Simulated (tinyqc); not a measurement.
Inversion-layer mobility, back-scattering and ballistic limit of a field-effect transistor: one step, computed by the program tinyqc.

The charge at the top of the source barrier is fixed by the gate; series resistance and short-channel effects are left out. F_j are Fermi integrals normalised to exp(eta) in the classical limit.

Problem. Back-scattering. F_j(eta) = (1/Gamma(j + 1)) int_0^infinity x^j/(1 + exp(x - eta)) dx, F_0 = ln(1 + exp(eta)). Integrals over x = E/(k_B T) use 160 Gauss-Legendre points in u = sqrt(x) from 0 to sqrt(max(eta, 0) + 32). Ballistic channel: N_2D = g_v m k_B T/(pi hbar^2), U = e V_D/(k_B T); eta_F solves N_inv = (N_2D/2)[F_0(eta_F) + F_0(eta_F - U)]; v_T = sqrt(2 k_B T/(pi m)); I/W = e (N_2D/2) v_T [F_1/2(eta_F) - F_1/2(eta_F - U)]; injection velocity v_T F_1/2(eta_F)/F_0(eta_F). Mean free path lambda = (2 k_B T/e)(mu/v_T) F_0(eta_0)/F_-1/2(eta_0), with eta_0 from N_inv = N_2D F_0(eta_0); critical length l = L (1 + U)^(-a), an empirical rule; back-scattering r = l/(l + lambda). Then eta solves N_inv = (N_2D/2)[(1 + r) F_0(eta) + (1 - r) F_0(eta - U)] and I/W = e (N_2D/2) v_T (1 - r)[F_1/2(eta) - F_1/2(eta - U)]. Ballistic ratio: I over the ballistic current. Apparent mobility 1/(1/mu + 1/mu_B), mu_B = mu L/lambda.

Inputs (values chosen for the exercise, modelled on a germanium p-channel):
```
quantity                           value  unit
transport mass m                    0.21   m_0
valley degeneracy g_v                  1     -
drain voltage V_D                   0.65     V
channel length L                      12    nm
exponent a of the critical length   0.79     -
temperature T                        300     K
```

Statistics at the top of the barrier: Fermi-Dirac.

inversion density N_inv = 3.839086e+12 1/cm^2

effective mobility mu = 200.9838 cm^2/(V s)

Constants: m_0 = 9.1093837015e-31 kg; k_B = 1.380649e-23 J/K; hbar = 1.054571817e-34 J s; k_B = 8.617333262e-05 eV/K; e = 1.602176634e-19 C.

Give: eta_0; mean free path lambda; critical length l; back-scattering coefficient r; current I/W; ballistic ratio; apparent low-field mobility.

Solution.

eta_0 = 1.490

mean free path lambda = 12.04 nm

critical length l = 0.9109 nm

back-scattering coefficient r = 0.07035

current I/W = 934.4 microampere/micrometre

ballistic ratio = 0.8490

apparent low-field mobility = 100.3 cm^2/(V s)

L/lambda = 1.00, but at this drain voltage only the first 0.911 nm can return a carrier to the source, so the device works at 85 % of its ballistic limit.
